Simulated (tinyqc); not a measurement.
Current of a Schottky diode by thermionic-emission-diffusion theory, and its read-back from I-V-T and C-V data: one step, computed by the program tinyqc.

Full ionisation, no tunnelling, no recombination current. V is the voltage across the junction itself, forward positive.

Problem. Read-back from the I-V curve. N_c(T) = N_c (T/300 K)^(3/2); V_bi = phi_0 - (k_B T/e) ln(N_c(T)/N); surface field F = sqrt(2 e N (V_bi - V - k_B T/e)/(eps eps_0)); image lowering d_phi = sqrt(e F/(4 pi eps eps_0)); effective barrier phi = phi_0 - d_phi - sigma^2 (1 - rho V)/(2 k_B T). Collection velocity v_R = A* T^2/(e N_c(T)); diffusion velocity v_D = mu F; J = e N_c(T) v_R/(1 + v_R/v_D) exp(-phi/k_B T) [exp(e V/k_B T) - 1]. Ideality n = (e/k_B T)/(d ln J/dV) by a central difference of +/- 1 mV; J_0 = J exp(-e V/(n k_B T)); apparent barrier phi_IV = k_B T ln(A* T^2/J_0); a C-V plot gives phi_CV = phi_0, the mean without lowering.

Inputs (values chosen for the exercise, modelled on n-type amorphous oxide):

| quantity | value | unit |
|---|---|---|
| Richardson constant A* | 39.4 | A/(cm^2 K^2) |
| effective density of states at 300 K, N_c | 5e+18 | 1/cm^3 |
| permittivity eps | 10 | - |
| mobility mu | 9.5 | cm^2/(V s) |
| barrier without image force phi_0 (mean) | 0.743 | eV |
| doping N | 4e+16 | 1/cm^3 |
| junction voltage V | 0.35 | V |
| temperature T | 300 | K |
| standard deviation sigma | 36 | meV |
| relative change of sigma^2 with bias, rho | 0.4 | 1/V |

Barrier: Gaussian spread of heights.

Constants: k_B = 8.617333262e-05 eV/K; e = 1.602176634e-19 C; eps_0 = 8.8541878128e-12 F/m.

Give: ideality factor n; extrapolated J_0; apparent barrier phi_IV; phi_CV - phi_IV.

Solution.

ideality factor n = 1.096

extrapolated J_0 = 3.070e-06 A/cm^2

apparent barrier phi_IV = 0.7180 eV

phi_CV - phi_IV = 24.96 meV
